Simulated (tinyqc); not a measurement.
Core-level spacing from the offsets.

Problem. For an overlayer B on a substrate A, dEv = (iB - iA) - (cB - vB) + (cA - vA) in binding energies, and dEc + dEv = EgB - EgA. Find dEv and the spacing iB - iA that a thin film must show.

Values chosen for this exercise:

| symbol | value | unit | meaning |
|---|---|---|---|
| EgA | 1.11 | eV | gap of the substrate A |
| EgB | 8.91 | eV | gap of the overlayer B |

dEc = 2.6783710 eV
cA - vA = 51.921629 eV
cB - vB = 11.18 eV

Solution. The gaps give dEv, and the Kraut relation is solved for the spacing.

dEv = 5.1216 eV
iB - iA = -35.620 eV

Computed by the program tinyqc: `OMP_NUM_THREADS=1 python tinyqc.py 2410066 2410067 out.jsonl`, one thread of a shared Intel Xeon 2.30GHz, about 0.01 s for the whole run.
